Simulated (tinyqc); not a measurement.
Electron-beam lithography: double-Gaussian proximity function, edge placement and dose correction for parallel lines: one step, computed by the program tinyqc. Command: `OMP_NUM_THREADS=1 python tinyqc.py 3110238 3110239 out.jsonl proximity walk`. One thread of a shared host (Intel(R) Xeon(R) Processor @ 2.30GHz), about 0.01 s of CPU time with the checks.

Lines are infinitely long. Absorbed energy is counted so that the middle of a very large area written at dose 1 receives 1; the resist develops where it exceeds 1/2.

Problem. Dose to size and latitude. A test line of width w << beta in surroundings of density rho, all at dose d: near its edge E(x) = d [S + eta rho]/(1 + eta), S = [erf((b - x)/alpha) - erf((a - x)/alpha)]/2 for edges a and b, the second term being the background energy. Dose to size d_s = (1 + eta)/(erf(w/alpha) + 2 eta rho), dose = d_s D0; edge slope d [1 - exp(-w^2/alpha^2)]/(sqrt(pi) alpha (1 + eta)); width change per 1 % of dose = 2 x 0.01 x (1/2)/slope.

Inputs (values chosen for the exercise, of the order of those for 30 keV electrons in resist on silicon):
```
quantity                              value               unit
forward range alpha                    0.02         micrometre
backscatter ratio eta                     1                  -
base dose D0                            220  microcoulomb/cm^2
width of the test line                 0.23         micrometre
pattern density around the test line   0.16                  -
```

Give: dose to size d_s; dose; edge slope; width change per 1 % of dose; background energy.

Solution.

dose to size d_s = 1.5152

dose = 333.33 microcoulomb/cm^2

edge slope = 0.021371 1/nm

width change per 1 % of dose = 0.46793 nm

background energy = 0.12121

The background supplies 24 % of the threshold.
